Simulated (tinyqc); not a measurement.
Worked calculation: two-dimensional electron gas with Rashba and Dresselhaus coupling. Values are carried at full precision from step to step, so a last printed digit may differ when a step is redone from the rounded ones.

H = c k^2/m + al (ky sx - kx sy) + b1 (kx sx - ky sy) + gam kx ky (kx sy - ky sx), s the Pauli matrices, x = [100], c = hbar^2/2m0, b1 = gam (pi/L)^2 (hard walls). H = c k^2/m + B.s, so E = c k^2/m -/+ |B| and the lower state has its spin along -B.

Constants: hbar^2/2m0 = 3.80998211 eV angstrom^2; hbar = 6.58211957e-16 eV s.

Inputs chosen for the exercise (of the size met in GaAs; shifted at random, so the results belong to these values and not to a real crystal): m = 0.0641 m0 (mass); al = 0.026 eV angstrom (Rashba constant); gam = 0 eV angstrom^3 (bulk Dresselhaus constant); L = 100 angstrom (width of the (001) well); n = 18 1e11/cm^2 (sheet density (one subband filled)); phi = 0 degrees (angle of k from [100]).

## Scales

b1; mean Fermi wave vector k0 = sqrt(2 pi n) (1e11/cm^2 = 1e-5/angstrom^2); E0 = c k0^2/m; b3 = gam k0^2/4; kR = al m/(2c) and ER = al kR/2, the shift and depth of a pure Rashba band.

b1 = 0 eV angstrom
k0 = 0.03363 1/angstrom
E0 = 67.223 meV
b3 = 0 eV angstrom
kR = 0.0002187 1/angstrom
ER = 0.002843 meV

There is no Dresselhaus term; kR is 0.7 % of k0.

## Spin-orbit field at one point of the Fermi circle

k = k0 (cos phi, sin phi). Form B, the splitting 2|B| and the direction of the lower spin, atan2(-By, -Bx).

Bx, By (meV): 0.0000  -0.8744

splitting = 1.7488 meV
direction of the lower spin = 90.0 degrees

## The matrix

H = [[E0, Bx - i By], [Bx + i By, E0]] in meV; diagonalise. Precession period h/(2|B|) = 2 pi hbar/(splitting).

H (meV):
```
            up     down
up     67.2229  0.8744i
down  -0.8744i  67.2229
```

levels (meV): 66.3485  68.0973

period = 2.36 ps

## The two wave vectors at the energy E0 along this direction

Solve c k^2/m -/+ |B(k)| = E0. The spin turns by (k_outer - k_inner) per length, so a half turn takes pi/(difference).

k (1/angstrom): outer 0.033849, inner 0.033412

difference = 0.0004374 1/angstrom
length of a half turn = 718.2 nm

For linear terms alone the difference is (m/c)|B|/k, whatever the energy: every electron along this direction turns alike, the basis of the spin transistor.

## Checks

- Difference of the Fermi wave vectors without Dresselhaus terms against al m/c: both 0.00043743.

(tinyqc, `OMP_NUM_THREADS=1 python tinyqc.py 1481192 1481193 out.jsonl`, Intel(R) Xeon(R) Processor @ 2.30GHz, 1 thread, shared host, about 0.01 s.)
